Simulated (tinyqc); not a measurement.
Weak link from the transmission.

Question. An infinite chain has hopping -t with t = 1 eV and site energy 0; E = -2 t cos(k) with E = -0.46 eV. One bond has the hopping -y t with 0 < y < 1, so T(E) = 4 y^2 sin^2 k/[(1 - y^2)^2 + 4 y^2 sin^2 k]. Find y and the hopping y t.

T(E) = 0.80521569

Answer. With b = |sin k| sqrt(1/T(E) - 1), (1 - y^2)/(2 y) = b, whose root below 1 is sqrt(b^2 + 1) - b.

y = 0.630
y t = 0.630 eV

Program tinyqc, `OMP_NUM_THREADS=1 python tinyqc.py 2660032 2660033 out.jsonl`; Intel Xeon 2.30GHz, shared host, one thread, about 0.01 s.
